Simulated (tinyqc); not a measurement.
Comparisons within one model: three-level Kane dispersion of a narrow-gap semiconductor. A value that a table varies takes the place of the one given here.

Zero of energy at Gamma8, c = hbar^2/2m0, P^2 = Ep c. The free-electron term and remote bands are left out, so the heavy holes are flat at E = 0 and the other three bands obey E (E - Eg)(E + Dso) = P^2 k^2 (E + 2 Dso/3). The conduction band is the highest root; its edge is Ec = max(Eg, 0).

Degenerate electrons at T = 0: kF = (3 pi^2 n)^(1/3), 1 cm^-3 = 1e-24 angstrom^-3; EF is the highest root at kF. The momentum (cyclotron, optical) mass is m(E) = hbar^2 k/(dE/dk) = c d(k^2)/dE with d(k^2)/dE = k^2 [1/E + 1/(E - Eg) + 1/(E + Dso) - 1/(E + 2 Dso/3)]; the density of states is k d(k^2)/dE/(2 pi^2).

Edge mass m0* = 3 |Eg|/(2 Ep).
Constants: hbar^2/2m0 = 3.80998211 eV angstrom^2.

Inputs chosen for the exercise (near those of HgTe; shifted at random, so the results belong to these values and not to a real crystal):

| symbol | value | unit | meaning |
|---|---|---|---|
| Eg | -0.299 | eV | E(Gamma6) - E(Gamma8) |
| Dso | 1.06 | eV | spin-orbit splitting |
| Ep | 19 | eV | Kane energy |
| k | 0.025 | 1/angstrom | wave vector |
| n | 1.5e+17 | cm^-3 | electron density |

## Filling the band

n from 1e15 to 1e19 cm^-3. The last column is the local power d ln(EF - Ec)/d ln n = kF^2/(1.5 (EF - Ec) d(k^2)/dE).

Results:

| n (cm^-3) | kF (1/angstrom) | EF - Ec (meV) | parabolic (meV) | m(EF) | m(EF)/m0* | power |
|---|---|---|---|---|---|---|
| 1.0e+15 | 0.00309 | 1.5 | 1.5 | 0.0238 | 1.01 | 0.664 |
| 1.0e+16 | 0.00667 | 7.0 | 7.2 | 0.0246 | 1.04 | 0.654 |
| 3.0e+16 | 0.00961 | 14.3 | 14.9 | 0.0255 | 1.08 | 0.642 |
| 1.0e+17 | 0.01436 | 30.6 | 33.3 | 0.0277 | 1.17 | 0.618 |
| 3.0e+17 | 0.02071 | 59.3 | 69.2 | 0.0314 | 1.33 | 0.584 |
| 1.0e+18 | 0.03094 | 116.6 | 154.5 | 0.0387 | 1.64 | 0.538 |
| 3.0e+18 | 0.04462 | 205.8 | 321.3 | 0.0496 | 2.10 | 0.496 |
| 1.0e+19 | 0.06665 | 364.5 | 717.0 | 0.0680 | 2.88 | 0.455 |

The power falls from 0.664 to 0.455: 2/3 marks a parabola, 1/3 a linear band. The parabola is within 10 % up to n = 1.0e+17 cm^-3. The mass has doubled by n = 3.0e+18 cm^-3 and ends at 2.9 times its edge value.

## Closing and inverting the gap

Eg is varied at fixed k, Dso and Ep. Edge mass: Eg (Eg + Dso)/(Ep (Eg + 2 Dso/3)) for Eg > 0, 3 |Eg|/(2 Ep) for Eg < 0. The Gamma6 weight of the conduction state is 1/(1 + P^2 k^2 [(2/3)/E^2 + (1/3)/(E + Dso)^2]).

Results:

| Eg (eV) | m0* | highest root (eV) | middle (eV) | lowest (eV) | E - Ec (meV) | Gamma6 weight |
|---|---|---|---|---|---|---|
| -0.400 | 0.03158 | 0.0666 | -0.4435 | -1.0830 | 66.6 | 0.128 |
| -0.200 | 0.01579 | 0.1037 | -0.2860 | -1.0777 | 103.7 | 0.262 |
| -0.080 | 0.00632 | 0.1432 | -0.2076 | -1.0756 | 143.2 | 0.403 |
| -0.020 | 0.00158 | 0.1698 | -0.1752 | -1.0747 | 169.8 | 0.486 |
| 0.020 | 0.00156 | 0.1904 | -0.1563 | -1.0741 | 170.4 | 0.543 |
| 0.080 | 0.00610 | 0.2255 | -0.1321 | -1.0734 | 145.5 | 0.624 |
| 0.200 | 0.01463 | 0.3087 | -0.0966 | -1.0721 | 108.7 | 0.755 |
| 0.400 | 0.02777 | 0.4735 | -0.0631 | -1.0705 | 73.5 | 0.876 |

The edge mass vanishes with |Eg| from both sides, yet the kinetic energy at this k stays finite, at most 170.4 meV in the table; at Eg = 0 the two-level form, without the split-off band, gives the linear value sqrt(2/3) P k = 173.7 meV. The Gamma6 weight of the conduction state goes smoothly from 0.13 to 0.88 and is 0.49 and 0.54 in the two rows next to Eg = 0: at finite k nothing jumps at the inversion.

## What each parameter does

Edge mass, EF - Ec and m(EF). Each row changes one parameter from the base and keeps the others.

Results:

| case | m0* (m0) | EF - Ec (meV) | m(EF) (m0) |
|---|---|---|---|
| base | 0.02361 | 39.24 | 0.02883 |
| n = 3e+17 cm^-3 | 0.02361 | 59.30 | 0.03144 |
| Eg = -0.2541 eV | 0.02006 | 44.54 | 0.02612 |
| Dso = 0.901 eV | 0.02361 | 39.35 | 0.02869 |
| Ep = 21.85 eV | 0.02053 | 44.53 | 0.02568 |

The largest shifts from the base row, up to three for each result and ties (the steps differ in size, so this ranks the rows, not the parameters). m0* (m0): Eg -0.00354, Ep -0.00308; unchanged at the printed digits by n and Dso. EF - Ec (meV): n +20.06, Eg +5.30, Ep +5.29. m(EF) (m0): Ep -0.00316, Eg -0.00271, n +0.00261.

Computed by tinyqc, a small Python program: `OMP_NUM_THREADS=1 python tinyqc.py 1080415 1080416 out.jsonl` (the numbers bound the seed that draws the inputs); one thread of a shared host (Intel(R) Xeon(R) Processor @ 2.30GHz), about 0.01 s for the whole set of steps.
